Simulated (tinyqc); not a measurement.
Doping the contact: Schottky barrier with interface states (Cowley-Sze model), image lowering and contact resistance. Computed by tinyqc, a small Python program. Command: `OMP_NUM_THREADS=1 python tinyqc.py 3012761 3012762 out.jsonl pinning walk`. One thread of a shared host (Intel(R) Xeon(R) Processor @ 2.30GHz), about 0.01 s of CPU time with the checks.

An n-type semiconductor under a metal. The barrier lies between the Schottky-Mott limit phi_M - chi and the Bardeen limit E_g - E_n, E_n being the neutrality level of the interface states; the space-charge term of the full Cowley-Sze expression is left out.

Inputs (values chosen for the exercise, for a model semiconductor): gap E_g = 3.06 eV; electron affinity chi = 4.02 eV; metal work function phi_M = 4.41 eV; neutrality level E_n above the valence band = 1.28 eV; interface-state density D = 1.3e+14 cm^-2 eV^-1; dipole layer thickness delta = 0.36 nm; dipole layer constant eps_i = 1; dielectric constant eps_s = 6.82; electron mass m_e = 0.19 m_0; valleys M_c = 1; temperature T = 200 K.

Pinning factor from: interface states.

Constants: e = 1.602176634e-19 C; eps_0 = 8.8541878128e-12 F/m; k_B = 8.617333262e-05 eV/K; hbar = 1.054571817e-34 J s; m_0 = 9.1093837015e-31 kg; k_B = 1.380649e-23 J/K; h = 6.62607015e-34 J s.

Method:
- S = 1/(1 + e^2 D delta/(eps_i eps_0)); for D per eV, e^2 D is the number e x D in SI units, with 1 cm^-2 = 1e4 m^-2.
- phi_B = S (phi_M - chi) + (1 - S)(E_g - E_n); the hole barrier is E_g - phi_B.
- A* = 4 pi e m_e M_c k_B^2/h^3 (a simple valley count); J_s = A* T^2 exp(-phi/k_B T).
- E_00 = (e hbar/2) sqrt(N/(m_e eps_s eps_0)), E_0 = E_00 coth(E_00/k_B T); scaling form of the contact resistivity rho_c = (k_B/(e A* T)) exp(phi_B/E_0), which is the thermionic result when E_00 << k_B T and keeps only the leading exponential of tunnelling when E_00 >> k_B T; image lowering is left out of it.
- Regimes: thermionic below E_00/k_B T = 0.5, field emission above 5.

barrier phi_B = 1.63320 eV

Against doping:
```
N (cm^-3)  1e10/sqrt(N)  E_00/k_B T  rho_c (ohm cm^2)                     regime
1.00e+16     1.0000e+02  9.4636e-02        2.0330e+33        thermionic emission
1.00e+17     3.1623e+01  2.9926e-01        1.7556e+32        thermionic emission
1.00e+18     1.0000e+01  9.4636e-01        2.3726e+24  thermionic-field emission
3.00e+18     5.7735e+00  1.6391e+00        3.6251e+15  thermionic-field emission
1.00e+19     3.1623e+00  2.9926e+00        9.0936e+05  thermionic-field emission
3.00e+19     1.8257e+00  5.1834e+00        1.6405e+00             field emission
1.00e+20     1.0000e+00  9.4636e+00        4.2125e-04             field emission
3.00e+20     5.7735e-01  1.6391e+01        6.1170e-06             field emission
1.00e+21     3.1623e-01  2.9926e+01        4.4769e-07             field emission
```

What follows from these numbers?

Even over the thermionic rows rho_c falls by a factor 12, since the barrier is many E_0 high, and then it falls faster, by 39.7 decades in all; in field emission ln rho_c is linear in 1/sqrt(N). It stays above 1e-7 ohm cm^2 at every listed doping.
